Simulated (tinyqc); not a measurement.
Stoner model of a band magnet at zero temperature: one step, computed by the program tinyqc. Command: `OMP_NUM_THREADS=1 python tinyqc.py 3007706 3007707 out.jsonl stoner walk`. One thread of a shared host (Intel(R) Xeon(R) Processor @ 2.30GHz), about 0.01 s of CPU time with the checks.

Five orbitals per spin share one band; u = (E - E_bottom)/W runs from 0 to 1, and the states per spin, atom and energy are g = 5 d(u)/W with d = 1 - c cos(4 pi u). N(u) is the integral of d from 0. The moment m = n_up - n_down (electrons per atom) moves the fillings to n +/- m/10; the energy is E(m) = E_band(m) - I m^2/4.

Task: The paramagnetic state. Solve N(u_F) = n; g_F = 5 d(u_F)/W; the Stoner product is I g_F.

Inputs (values chosen for the exercise, for a model d band):

| quantity | value | unit |
|---|---|---|
| band width W | 3.4 | eV |
| filling n per spin orbital | 0.27 | - |
| Stoner parameter I | 0.576 | eV |
| depth c of the valley | 0.77 | - |

Density of states: two peaks.

Give: u_F; g_F; Stoner product I g_F.

Result:

u_F = 0.2613

g_F = 2.592 1/eV

Stoner product I g_F = 1.493

I g_F > 1: the paramagnet is unstable.
